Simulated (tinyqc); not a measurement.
# Carrier lifetime of a p-type layer with SRH, radiative, Auger and surface recombination: two studies

Uniform excess density dn = dp (no trapping), n = n0 + dn, p = p0 + dn, Boltzmann statistics, full ionisation. Surfaces enter as a rate 2 S dn/d, which holds while diffusion to them is fast.

Values chosen for this exercise; band and dielectric values close to those of In0.53Ga0.47As:
```
symbol     value    unit                                      meaning
T            350       K                                  temperature
Eg          0.73      eV                                     band gap
Nc       2.67e17   cm^-3       conduction-band density of states at T
Nv       9.61e18   cm^-3          valence-band density of states at T
B       9.98e-11  cm^3/s                        radiative coefficient
N         1.7e16   cm^-3                             acceptor density
Cn       1.7e-29  cm^6/s            Auger coefficient (two electrons)
Cp       8.5e-30  cm^6/s                Auger coefficient (two holes)
Nt          8e11   cm^-3                                 trap density
sn         7e-14    cm^2          capture cross-section for electrons
sp         4e-16    cm^2              capture cross-section for holes
vth        1.1e7    cm/s             thermal velocity (both carriers)
Et           0.2      eV         trap level below the conduction band
S           8000    cm/s  surface recombination velocity (both faces)
d              1      um                             sample thickness
```

Constants: q = 1.602176634e-19 C, kB = 1.380649e-23 J/K, Vt = kB T/q. Results are converted to the units shown.

Each table varies one quantity; the others keep the values above.

## Lifetime against injection

ni = sqrt(Nc Nv) exp(-Eg/(2 Vt)), Eg in volts; majority density N/2 + sqrt(N^2/4 + ni^2), n0 p0 = ni^2; n1 = Nc exp(-Et/Vt), p1 = Nv exp((Et - Eg)/Vt); tn0 = 1/(sn vth Nt), tp0 = 1/(sp vth Nt). With e = n p - ni^2 = dn (n0 + p0 + dn): U_SRH = e/(tp0 (n + n1) + tn0 (p + p1)), U_rad = B e, U_Aug = (Cn n + Cp p) e, U_s = 2 S dn/d. Each tau is dn over its rate; tau = dn/U with U the sum.

The same in every row: tau_s (s) = 6.2500e-9.

Results:
```
dn (cm^-3)	tau_SRH (s)	tau_rad (s)	tau_Aug (s)	tau (s)	radiative share (%)	largest path
1e11	7.5088e-6	5.8941e-7	4.0707e-4	6.1792e-9	1.0484	surface
1e13	7.6707e-6	5.8907e-7	4.0613e-4	6.1793e-9	1.0490	surface
1e14	9.1341e-6	5.8597e-7	3.9768e-4	6.1798e-9	1.0546	surface
1e15	2.2963e-5	5.5667e-7	3.2680e-4	6.1788e-9	1.1100	surface
1e16	1.1055e-4	3.7111e-7	9.2708e-5	6.1457e-9	1.6560	surface
1e17	2.4529e-4	8.5641e-8	3.1720e-6	5.8141e-9	6.7889	surface
1e18	2.8106e-4	9.8525e-9	3.8343e-8	3.4773e-9	35.293	surface
1e19	2.8524e-4	1.0003e-9	3.9127e-10	2.6914e-10	26.906	Auger
```

Estimate the missing row, dn = 1e12 cm^-3.

Computed row:
```
dn (cm^-3)	tau_SRH (s)	tau_rad (s)	tau_Aug (s)	tau (s)	radiative share (%)	largest path
1e12	7.5235e-6	5.8938e-7	4.0699e-4	6.1792e-9	1.0484	surface
```

With this row back in the table: Surface recombination leads at dn = 1e11, Auger from 1e19 on. The total lifetime falls from 6.18e-9 to 2.69e-10 s. tau_SRH goes from 7.51e-6 s (low-injection limit 7.51e-6 s) to 2.85e-4 s (high-injection limit tn0 + tp0 = 2.86e-4 s). Between the last two rows tau_rad goes as dn^(-0.99) and tau_Aug as dn^(-1.99); the radiative share goes from 1.05 through a maximum of 35.3 (at dn = 1e18 among the rows listed) to 26.9 %. For dn = 1e17, 1e18, 1e19 the carriers are degenerate, where B and the Auger coefficients no longer stay constant.

## Effect of the trap level below the conduction band at dn = 1e16 cm^-3

Same model as above.

Here dn = 1e16 cm^-3.

The same in every row: tau_rad (s) = 3.7111e-7; tau_Aug (s) = 9.2708e-5; tau_s (s) = 6.2500e-9.

Effect of the trap level below the conduction band at dn = 1e16 cm^-3:
```
Et (eV)	tau_SRH (s)	tau (s)	radiative share (%)	largest path
0.06	4.9112e-4	6.1460e-9	1.6561	surface
0.14	1.3393e-4	6.1458e-9	1.6560	surface
0.21	1.0950e-4	6.1457e-9	1.6560	surface
0.29	1.0703e-4	6.1457e-9	1.6560	surface
0.36	1.0686e-4	6.1457e-9	1.6560	surface
0.44	1.0688e-4	6.1457e-9	1.6560	surface
0.52	1.0739e-4	6.1457e-9	1.6560	surface
0.59	1.1241e-4	6.1457e-9	1.6560	surface
0.67	1.8588e-4	6.1459e-9	1.6561	surface
```

Surface recombination leads at Et = 0.06 and in all other rows. tau_SRH goes from 4.91e-4 through a minimum of 1.07e-4 (at Et = 0.36 among the rows listed) to 1.86e-4 s and the total lifetime stays near 6.15e-9 s. tau_SRH is within a factor 1.5 of its lowest value for Et from 0.14 to 0.59 eV; nearer a band edge n1 or p1 outgrows the carrier densities and the trap re-emits what it captured.

tinyqc, about 0.01 s, one thread, Intel Xeon 2.30GHz (shared host): `OMP_NUM_THREADS=1 python tinyqc.py 2300132 2300133 out.jsonl`
